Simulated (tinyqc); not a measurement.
# From one set of inputs to another, one input at a time

Model: Gupta-type many-body potential for a metal. Computed by tinyqc, a small Python program. Command: `OMP_NUM_THREADS=1 python tinyqc.py 3030781 3030782 out.jsonl gupta ladder`. One thread of a shared host (Intel(R) Xeon(R) Processor @ 2.30GHz), about 0.02 s of CPU time with the checks.

E_i = sum_j A exp(-p (r_ij/r0 - 1)) - xi rho_i^gamma, with rho_i = sum_j exp(-2 q (r_ij/r0 - 1)); gamma = 1/2 is the tight-binding second-moment form. The crystal is fcc unless stated; d is the neighbour distance and a fixed number of shells is kept.

The inputs printed are set A. Inputs not listed in the table keep their values of set A, so the rows need not describe a real material.

Inputs (values chosen for the exercise, for a model metal): repulsion A = 0.0995 eV; hopping xi = 0.796 eV; decay p = 10.8; decay q = 3.15; reference distance r0 = 2.889 angstrom; shells kept = 2; embedding exponent gamma = 0.6.

Surface: (110).

Constants: 1 eV/angstrom^3 = 160.2176634 GPa; 1 eV/angstrom^2 = 16.02176634 J/m^2.

Method:
- fcc shells: d sqrt(k), k = 1..5, with 12, 6, 24, 12, 24 atoms; Omega = d^3/sqrt2.
- Equilibrium: dE/dd = 0; B = d^2 E''(d)/(9 Omega).
- Repulsion and density of one neighbour in each shell, and their sums.
- Each neighbour j of the vacancy loses one repulsive term and one density term: E_v = sum_shells count x {-repulsion - xi [(rho - density)^gamma - rho^gamma]}. (The removed atom returns to a bulk-like site, so its own energy cancels.)
- Cut the crystal without relaxation; an atom in layer l keeps the neighbours that lie below the surface plane. Excess = E_i + E_c. Surface energy = sum of excesses over the layers, divided by the area per surface atom: (sqrt3/2) d^2 for (111), d^2 for (100), sqrt2 d^2 for (110).

Each row keeps all changes above it:
```
input moved                         from      to  bulk modulus B (GPa)  vacancy energy E_v (eV)  surface energy (J/m^2)
set A                                  -       -                105.35                   0.9553                  0.7918
decay q                             3.15    1.19                 46.57                   1.6132                  1.0786
repulsion A (eV)                  0.0995  0.0387                 60.34                   1.8803                  1.5393
decay p                             10.8    17.3                 93.22                   1.9791                  1.4822
hopping xi (eV)                    0.796     1.1                135.78                   2.8212                  2.2028
reference distance r0 (angstrom)   2.889   2.491                211.82                   2.8212                  2.9629
embedding exponent gamma             0.6     0.5                128.88                   1.7463                  1.7676
```

Bulk modulus B goes from 105 to 129, a factor 1.22 in all. The largest single move comes from decay q (a factor 0.442), but it runs against the net change; the largest move in the direction of the net change is reference distance r0 (a factor 1.56). Vacancy energy E_v goes from 0.955 to 1.75, a factor 1.83 in all. The largest single move comes from decay q (a factor 1.69), and embedding exponent gamma works against it (a factor 0.619). Surface energy goes from 0.792 to 1.77, a factor 2.23 in all. The largest single move comes from embedding exponent gamma (a factor 0.597), but it runs against the net change; the largest move in the direction of the net change is hopping xi (a factor 1.49). The single moves hold for this order of the switches; the total does not depend on the order.

Extremes, crossings and ranges named in words are read from the listed rows.
